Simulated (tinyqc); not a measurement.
# On-chip interconnect, size-dependent resistivity and RC delay: what changes with what

A rectangular line between two neighbours and two ground planes. Surface and grain-boundary scattering are added to the bulk resistivity as corrections; capacitances are parallel-plate values without fringing; inductance is ignored.

Values chosen for this exercise; metal values close to those of tungsten: bulk resistivity rho0 = 5.29 uohm cm; bulk mean free path lam = 15.8 nm; specular share of surface scattering ps = 0; reflection coefficient of grain boundaries Rg = 0.27; grain size over the metal width gr = 0.7; drawn line width wd = 22 nm; aspect ratio, height over width AR = 1.2; liner on both walls and the bottom, not conducting tl = 0.3 nm; space to the neighbouring lines sp = 44 nm; dielectric height to the planes above and below hd = 37 nm; relative permittivity of the dielectric ek = 2.7; Miller factor of the neighbours Mf = 0; driver resistance Rd = 800 ohm; load capacitance Cl = 0.077 fF; bulk resistivity of the second metal (close to molybdenum) rho2 = 5.31 uohm cm; mean free path of the second metal lam2 = 11 nm; liner of the second metal tl2 = 0.3 nm.

Constants: eps0 = 8.8541878128e-12 F/m. Results are converted to the units shown.

Each table varies one quantity; the others keep the values above.

## Delay against the line length

Metal width x = wd - 2 tl, height y = AR wd - tl; grain boundaries (Mayadas-Shatzkes): al = (lam/(gr x)) Rg/(1 - Rg), g = 1/[1 - 3 al/2 + 3 al^2 - 3 al^3 ln(1 + 1/al)] - 1; surfaces (Fuchs-Sondheimer, thick limit): s = (3/8) lam (1 - ps)(1/x + 1/y); rho = rho0 (1 + g + s); r = rho/(x y); c = eps0 ek (2 wd/hd + 2 Mf AR wd/sp). Elmore delay tE = Rd (c Lw + Cl) + r Lw (c Lw/2 + Cl); t50 is the time at which the far end of a ladder of 30 pi sections (half capacitances at both ends, Cl at the far end, a step applied through Rd) reaches half the step; line share r Lw/(Rd + r Lw); estimate 0.69 Rd (c Lw + Cl) + 0.38 r c Lw^2 + 0.69 r Lw Cl.

The same in every row: rho (uohm cm) = 10.87; r (ohm/um) = 194.5; c (fF/um) = 0.02843.

Delay against the line length:
```
Lw (um)  tE (ps)  t50 (ps)  estimate (ps)  line share of the resistance (%)
1         0.1021   0.07141        0.07063                             19.56
3         0.1997    0.1428         0.1395                             42.18
7         0.4612    0.3382         0.3277                             62.99
20         1.922     1.442          1.404                             82.95
50         8.861     6.697          6.598                             92.40
100        31.49     23.84          23.66                             96.05
400        457.6     346.6          346.7                             98.98
1000        2803      2123           2128                             99.59
3000     2.500e4   1.894e4        1.899e4                             99.86
```

As Lw goes from 1 to 3000, r stays at 195 ohm/um, c stays at 0.0284 fF/um and t50 rises from 0.0714 to 18900 ps. t50/tE lies between 0.699 and 0.757, and the estimate is within 3.1 % of t50. The delay goes as Lw^(0.63) for the shortest lines and Lw^(1.99) for the longest; the line resistance equals Rd at 4.11 um.

## Two metals against line width

Metal width x = wd - 2 tl, height y = AR wd - tl; grain boundaries (Mayadas-Shatzkes): al = (lam/(gr x)) Rg/(1 - Rg), g = 1/[1 - 3 al/2 + 3 al^2 - 3 al^3 ln(1 + 1/al)] - 1; surfaces (Fuchs-Sondheimer, thick limit): s = (3/8) lam (1 - ps)(1/x + 1/y); rho = rho0 (1 + g + s); r = rho/(x y). The second metal has rho2, lam2 and tl2 in place of rho0, lam and tl; ps, Rg, gr and AR are shared.

Two metals against line width:
```
wd (nm)  rho, first (uohm cm)  rho, second (uohm cm)  r, first (ohm/um)  r, second (ohm/um)  ratio second/first
5                       31.57                  23.74            1.259e4                9465              0.7519
6.5                     25.02                  19.15               5655                4328              0.7654
8                       21.10                  16.40               3066                2384              0.7775
10                      17.79                  14.09               1618                1281              0.7917
13                      14.82                  12.00              781.1               632.6              0.8099
17                      12.53                  10.40              380.2               315.4              0.8296
22                      10.87                  9.226              194.5               165.2              0.8491
30                      9.371                  8.175              89.28               77.89              0.8725
45                      8.009                  7.219              33.59               30.28              0.9013
70                      7.040                  6.538              12.12               11.25              0.9286
120                     6.313                  6.027              3.679               3.513              0.9547
```

What does the comparison show?

The resistivity of the first metal falls from 31.6 to 6.31 uohm cm and that of the second goes from 23.7 to 6.03 uohm cm as the line widens. The products rho0 lam, which set the size effect, are 83.6 and 58.4 uohm cm nm. The second metal has the lower resistance in every row. For widths well under the mean free path the thick-limit surface term is only a guide.

tinyqc, about 0.01 s, one thread, Intel Xeon 2.30GHz (shared host): `OMP_NUM_THREADS=1 python tinyqc.py 2100049 2100050 out.jsonl`
